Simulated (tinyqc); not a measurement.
A discretised effective-mass wire between two leads, recursive Green functions: two steps of the calculation.

Finite differences on a grid of step a give a chain with hopping -t, t = C/(m a^2), C = hbar^2/(2 m0), and site energies 2 t + U_i for the N = 5 sites of the device; the semi-infinite leads have site energy 2 t. Each slice is one site, and V = -t couples neighbouring slices.

Values chosen for this exercise: effective mass m = 0.063 m0; grid step a = 1 nm.

Constants: q = 1.602176634e-19 C, hbar = 1.054571817e-34 J s, h = 6.62607015e-34 J s, m0 = 9.1093837015e-31 kg, hbar^2/(2 m0) = 0.0380998212 eV nm^2. Results are converted to the units shown.

Question 1. Transmission. T(E) = Tr[Gamma G_(N,1) Gamma G_(N,1)^dagger]. Conductance (2 q^2/h) T(E).

G_(N,1) = 0.6967099-1.1414256i 1/eV
Gamma = 0.46987599 eV

Find: T(E); conductance.

Answer 1.

T(E) = 0.39482
conductance = 30.591 uS

Inverting the whole matrix gives the same value.

Question 2. Backward pass. Backward pass: G_NN = g_N, G_ii = g_i + g_i V^dagger G_(i+1,i+1) V g_i; local density of states -Im G_ii/pi on each site.

g_i, site 1 to 5 (1/eV): -1.5236751-0.6423748i  -1.2733971-0.4229983i  -1.1402623-0.2078288i  -1.1705446-0.1049847i  -1.4131639-2.9907962i

Wanted: G_ii; local density of states.

Answer 2.

```
site    G_ii (1/eV)  local density of states (1/eV)
1     -1.413-2.991i                          0.9520
2     -1.604-1.719i                          0.5471
3     -1.580-1.276i                          0.4062
4     -1.604-1.719i                          0.5471
5     -1.413-2.991i                          0.9520
```

A site of an infinite clean chain has 1/(pi sqrt(4 t^2 - x^2)) = 0.677 1/eV at this energy (x counted from the band centre); the device goes from 0.406 (site 3) to 0.952 (site 1).

Numbers from tinyqc (`OMP_NUM_THREADS=1 python tinyqc.py 2660030 2660031 out.jsonl`; about 0.01 s on one thread of a shared Intel Xeon 2.30GHz).
